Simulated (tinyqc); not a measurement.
Physical sputtering: collision-cascade yield, angular dependence, faceting and resputtering in deposition: one step, computed by the program tinyqc. Command: `OMP_NUM_THREADS=1 python tinyqc.py 3023045 3023046 out.jsonl sputter walk`. One thread of a shared host (Intel(R) Xeon(R) Processor @ 2.30GHz), about 0.01 s of CPU time with the checks.

Ions start collision cascades; atoms that reach the surface with more than U leave. The target is amorphous or fine-grained.

Task: Oblique incidence. Angular law: Y/Y0 = t^f exp(-f cos(a_opt)(t - 1)), t = 1/cos(angle), largest at a_opt. A plane tilted by the angle recedes along the beam at a speed proportional to Y(angle), and along its own normal as Y cos(angle).

Inputs (values chosen for the exercise, modelled on argon ions on germanium): angular exponent f = 2.1; angle of the largest yield = 64 degrees; angle of incidence = 50 degrees.

yield Y0 = 0.8117976 atoms per ion

Give: Y/Y0 at the angle; yield at the angle; normal speed relative to a flat surface; largest Y/Y0.

Result:

Y/Y0 at the angle = 1.517

yield at the angle = 1.231 atoms per ion

normal speed relative to a flat surface = 0.9749

largest Y/Y0 = 1.737
